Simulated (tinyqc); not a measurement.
Layer against dose: implant damage, amorphisation by cascade overlap, and solid-phase epitaxial regrowth. Computed by tinyqc, a small Python program. Command: `OMP_NUM_THREADS=1 python tinyqc.py 3110539 3110540 out.jsonl sper walk`. One thread of a shared host (Intel(R) Xeon(R) Processor @ 2.30GHz), about 0.01 s of CPU time with the checks.

Range and width of the damage are inputs. Dynamic annealing enters only through the surviving share f.

Inputs (values chosen for the exercise, modelled on phosphorus ions in silicon):
```
quantity                           value    unit
atomic density N                    49.9  1/nm^3
ion Z1                                15       -
ion mass M1                           31       u
target Z2                             14       -
target mass M2                     28.09       u
ion energy E                         9.5     keV
displacement energy E_d               15      eV
depth of the damage peak R_d          10      nm
width of the damage profile s_d      4.8      nm
share of defects that survive f     0.91       -
critical displaced share x_c        0.18       -
dose Q                           1.5e+15  1/cm^2
```

Constants: a_0 = 0.529177210903 angstrom; e^2/(4 pi eps_0) = 14.39964548 eV angstrom.

Method. Robinson partition: eps = E a M2/(Z1 Z2 (e^2/(4 pi eps_0)) (M1 + M2)), a = 0.8853 a_0/sqrt(Z1^(2/3) + Z2^(2/3)); k = 0.0793 Z1^(2/3) Z2^(1/2) (M1 + M2)^(3/2)/((Z1^(2/3) + Z2^(2/3))^(3/4) M1^(3/2) M2^(1/2)); damage energy T_d = E/(1 + k (eps + 0.40244 eps^(3/4) + 3.4008 eps^(1/6))); displacements nu = 0.8 T_d/(2 E_d). Displaced share x(z) = f nu Q exp(-(z - R_d)^2/(2 s_d^2))/(sqrt(2 pi) s_d N); the layer is amorphous where x > x_c, between R_d -/+ s_d sqrt(2 ln(x_max/x_c)), the upper edge being cut at the surface. Threshold dose Q_c = Q x_c/x_max.

threshold dose Q_c = 6.61088e+13 1/cm^2

displacements per ion nu = 179.640

Dose series; the last column is f nu Q erfc((z2 - R_d)/(sqrt2 s_d))/2:
```
Q (1/cm^2)   x_max  upper edge (nm)  lower edge (nm)  displaced atoms beyond z2 (1/cm^2)
7.27e+13    0.1979           7.9073           12.093                          3.9388e+15
9.92e+13    0.2701           5.6755           14.324                          2.9808e+15
1.65e+14    0.4493           3.5079           16.492                          2.3765e+15
2.64e+14    0.7188           2.0122           17.988                          2.0734e+15
4.63e+14    1.2606           0.5295           19.471                          1.8351e+15
7.93e+14    2.1592           0.0000           20.700                          1.6726e+15
1.65e+15    4.4926           0.0000           22.176                          1.5095e+15
3.31e+15    9.0124           0.0000           23.429                          1.3927e+15
```

What follows from these numbers?

A dose 46 times larger moves the lower edge from 12.1 to 23.4 nm, as the root of a logarithm, and the damage beyond it falls by a factor 2.8, since the edge lies on an ever steeper tail. The layer reaches the surface at Q_c exp(R_d^2/(2 s_d^2)) = 5.79e14 per cm^2.
